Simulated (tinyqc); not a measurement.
Precursor delivery by bubblers, mass-transport growth and the solid composition of a III-V alloy: one step, computed by the program tinyqc. Command: `OMP_NUM_THREADS=1 python tinyqc.py 3002799 3002800 out.jsonl movpe_thermo walk`. One thread of a shared host (Intel(R) Xeon(R) Processor @ 2.30GHz), about 0.01 s of CPU time with the checks.

1 sccm = 44.615 micromol/min; 1 torr = 133.322 Pa. The sources decompose fully at the surface.

Task: Bubblers. log10 p_v = a - b/T_bath; molar flow = F x 44.615 x p_v/(p_b - p_v) for a saturated bubbler.

Inputs (values chosen for the exercise, modelled on triethylgallium (source 1) and trimethylindium (source 2) for the vapour pressures):
```
quantity,value,unit
bath temperature T1,299,K
bath temperature T2,302,K
bubbler pressure p_b,1400,torr
carrier flow F1,57,sccm
carrier flow F2,120,sccm
```

constants a, b of source 1 (log10 torr, K): [8.108, 2162]

constants a, b of source 2 (log10 torr, K): [10.55, 3014]

Give: vapour pressure 1; molar flow 1; vapour pressure 2; molar flow 2.

Result:

vapour pressure 1 = 7.538 torr

molar flow 1 = 13.77 micromol/min

vapour pressure 2 = 3.714 torr

molar flow 2 = 14.24 micromol/min

One kelvin of bath error changes flow 1 by 5.6 % and flow 2 by 7.6 %.
